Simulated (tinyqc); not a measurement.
Density of states of one tight-binding band of a chain: one step. Energies on the mesh.

E(k) = -2 t cos(2 pi k) - 2 t2 cos(4 pi k); k in fractions of the reciprocal vectors, mesh k_i = j/N with j = 0 .. N-1. Densities are per cell and per spin, so the band holds one state.

Inputs chosen for the exercise:
```
symbol  value  unit  meaning
t       1.92   eV    nearest hopping
t2      -0.23  eV    second hopping
N       8            mesh points along each axis
```

Question. Evaluate the band at all 8 points and collect equal values.

Give: Distinct energies.

Answer.

Distinct energies:
```
E_k (eV)  points
-3.3800        1
-2.7153        2
-0.4600        2
2.7153         2
4.3000         1
```

The 8 points give 5 distinct energies between -3.3800 and 4.3000 eV; a dense mesh gives a band from -3.380 to 4.300 eV.

Run: tinyqc, `OMP_NUM_THREADS=1 python tinyqc.py 1680058 1680059 out.jsonl`; Intel(R) Xeon(R) Processor @ 2.30GHz, one thread, shared host; about 0.01 s of CPU time with all checks.
